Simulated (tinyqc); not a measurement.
# Random telegraph noise from one oxide trap in a small MOSFET: effects of single changes

An acceptor-like trap exchanges electrons with the channel. Inversion charge Q = Cox u, u = n Vt W0(exp((Vg - VT)/(n Vt))), W0 the Lambert function, n = nf, Cox = eps0 eox/tox; linear regime Id = (W/L) mu Q Vd. Relative to threshold the surface potential rises by Vt ln(u/u0) and the oxide voltage by the rest of Vg - VT, with u0 = n Vt W0(1).

Values chosen for this exercise; values of the order met in silicon transistors:
```
symbol,value,unit,meaning
T,300,K,temperature
eox,3.9,,relative permittivity of the gate insulator (close to silicon dioxide)
tox,1.3,nm,insulator thickness
xt,0.49,nm,depth of the trap from the channel interface
E0,0.13,eV,trap level above the channel Fermi level at threshold
s0,1e-17,cm^2,capture prefactor
EB,0.28,eV,capture barrier (lattice relaxation)
lt,0.13,nm,tunnelling decay length
vth,2.1e7,cm/s,thermal velocity
zi,1.7,nm,thickness of the inversion layer
VT,0.52,V,threshold voltage
nf,1.17,,body factor
W,240,nm,gate width
L,77,nm,gate length
mu,160,cm^2/(V s),mobility
asc,4.4e-16,V s,scattering coefficient of the charged trap
Vd,0.02,V,drain voltage
Vg,0.76,V,gate voltage
```

Constants: q = 1.602176634e-19 C, kB = 1.380649e-23 J/K, Vt = kB T/q, eps0 = 8.8541878128e-14 F/cm where lengths are in cm. Results are converted to the units shown.

Each table varies one quantity; the others keep the values above.

## Time constants and noise against gate voltage

N = Cox u/q; dpsi = Vt ln(u/u0); E = E0 - dpsi - (xt/tox)(Vg - VT - dpsi); capture time tc = 1/[(N/zi) vth s0 exp(-xt/lt - EB/Vt)]; emission time te = tc exp(-E/Vt); occupancy te/(tc + te). A = W L; threshold step dV = q (1 - xt/tox)/(Cox A); gm/Id = 1/(u + n Vt); relative step dI/I = (gm/Id) dV + asc mu/A. fc = (1/tc + 1/te)/(2 pi); rms = (dI/I) sqrt(tc te)/(tc + te).

Results:
```
Vg (V)	E (eV)	tc (s)	te (s)	occupancy	dI/I (%)	fc (Hz)	rms dI/I (%)
0.52	0.1300	0.006238	4.085e-5	0.006505	0.4671	3922	0.03755
0.58	0.09122	0.002287	6.711e-5	0.02851	0.3021	2441	0.05027
0.64	0.05847	0.001219	1.270e-4	0.09433	0.2104	1384	0.06150
0.7	0.02895	7.938e-4	2.591e-4	0.2461	0.1613	814.8	0.06948
0.76	0.001216	5.778e-4	5.513e-4	0.4882	0.1325	564.1	0.06623
0.88	-0.05132	3.671e-4	0.002673	0.8792	0.1013	493.1	0.03301
0.94	-0.07671	3.090e-4	0.006008	0.9511	0.09211	541.5	0.01987
1	-0.1017	2.663e-4	0.01362	0.9808	0.08517	609.2	0.01168
```

Estimate the missing row, Vg = 0.82 V.

Computed row:
```
Vg (V)	E (eV)	tc (s)	te (s)	occupancy	dI/I (%)	fc (Hz)	rms dI/I (%)
0.82	-0.02542	4.503e-4	0.001204	0.7277	0.1140	485.7	0.05075
```

With this row back in the table: tc falls from 0.00624 to 2.66e-4 s as the channel fills and te rises from 4.08e-5 to 0.0136 s; they are equal at Vg = 0.763 V, where E = 0. The rms noise goes from 0.0376 through a maximum of 0.0695 (at Vg = 0.7 V among the rows listed) to 0.0117 %. The slope -Vt d ln(tc/te)/dVg is 0.646 between the first two rows and 0.417 between the last two; it tends to xt/tox = 0.377 only when the surface potential stops moving.

## Effect of the depth of the trap from the channel interface

Same model as above.

Effect of the depth of the trap from the channel interface:
```
xt (nm)	E (eV)	tc (s)	te (s)	occupancy	dI/I (%)	fc (Hz)	rms dI/I (%)
0.07	0.058883	2.2840e-5	2.3415e-6	0.092987	0.18144	74939	0.052692
0.2	0.041034	6.2085e-5	1.2696e-5	0.16977	0.16629	15100	0.062430
0.33	0.023184	1.6876e-4	6.8834e-5	0.28971	0.15114	3255.2	0.068560
0.46	0.0053348	4.5875e-4	3.7321e-4	0.44859	0.13599	773.38	0.067634
0.58	-0.011142	0.0011547	0.0017768	0.60611	0.12200	227.41	0.059612
0.72	-0.030364	0.0033897	0.010971	0.76396	0.10569	61.459	0.044880
0.85	-0.048214	0.0092142	0.059485	0.86588	0.090538	19.948	0.030854
```

What does the comparison show?

As xt goes from 0.07 to 0.85, tc rises from 2.28e-5 to 0.00921 s, te rises from 2.34e-6 to 0.0595 s and dI/I falls from 0.181 to 0.0905 %. tc grows a decade every lt ln 10 = 0.299 nm of depth; traps spread evenly in depth therefore give corner frequencies spread evenly on a log scale, whose sum is 1/f noise if the traps contribute equal variances.

Range of the model: VT is taken as given; short-channel effects and the uneven flow of current among few electrons are left out.

Numbers from tinyqc (`OMP_NUM_THREADS=1 python tinyqc.py 2710098 2710099 out.jsonl`; about 0.01 s on one thread of a shared Intel Xeon 2.30GHz).
